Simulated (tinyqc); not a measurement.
Where a level does most harm: Shockley-Read-Hall recombination through one deep level.

One level at Et with degeneracy 1: tn = 1/(sn vth Nt), tp = 1/(sp_ vth Nt), n1 = Nc exp((Et - Eg)/kT), p1 = Nv exp(-Et/kT), ni^2 = n1 p1. Equilibrium p0 = Nm, n0 = ni^2/Nm; n = n0 + dn, p = p0 + dn. U = (n p - ni^2)/(tp (n + n1) + tn (p + p1)), lifetime dn/U; emission rates en = sn vth n1, ep = sp_ vth p1.

Constants: kB = 8.617333262e-05 eV/K.

Parameters, chosen for this exercise (gap and densities of states near those of SiC at this temperature; shifted at random, so the results belong to these values and not to a real crystal):

| symbol | value | unit | meaning |
|---|---|---|---|
| Eg | 3.265 | eV | gap |
| Nc | 1.36e+19 | 1/cm^3 | conduction-band density of states |
| Nv | 2.42e+19 | 1/cm^3 | valence-band density of states |
| T | 250 | K |  |
| Nt | 1.8e+16 | 1/cm^3 | defects |
| sn | 4.5e-15 | cm^2 | electron capture cross-section |
| sp_ | 1.4e-15 | cm^2 | hole capture cross-section |
| vth | 16000000 | cm/s | thermal velocity, both carriers |
| Nm | 1.8e+17 | 1/cm^3 | equilibrium holes for the lifetime steps |

Et takes the values listed; G = Nt en ep/(en + ep) in a depleted region; the lifetime is for dn = 1e11 1/cm^3.

Results:

| Et (eV) | lifetime (microsecond) | G (1/(cm^3 s)) |
|---|---|---|
| 0.196 | 0.000783 | 2.39e-34 |
| 0.457 | 0.000772 | 4.36e-29 |
| 0.718 | 0.000772 | 7.96e-24 |
| 0.979 | 0.000772 | 1.45e-18 |
| 1.502 | 0.000772 | 5.08e-08 |
| 1.763 | 0.000772 | 2.81e-08 |
| 2.024 | 0.000772 | 1.54e-13 |
| 2.286 | 0.000772 | 8.05e-19 |
| 2.547 | 0.000772 | 4.41e-24 |
| 2.808 | 0.000772 | 2.41e-29 |
| 3.069 | 0.000793 | 1.32e-34 |

Give the missing row, Et (eV) = 1.241.

Computed row:
```
Et (eV)  lifetime (microsecond)  G (1/(cm^3 s))
1.241                  0.000772        2.78e-13
```

Generation peaks where en = ep, at Eg/2 + (kT/2) ln(sp_ Nv/(sn Nc)) = 1.626 eV; the largest value listed is at 1.502 eV, and G falls by a decade for each 0.050 eV away from the peak. The lifetime is within a factor 2 of its minimum, 0.000772 microsecond, from 0.196 to 3.069 eV: recombination tolerates a wide range of Et, generation a narrow one.

(tinyqc, `OMP_NUM_THREADS=1 python tinyqc.py 1681848 1681849 out.jsonl`, Intel(R) Xeon(R) Processor @ 2.30GHz, 1 thread, shared host, about 0.01 s.)
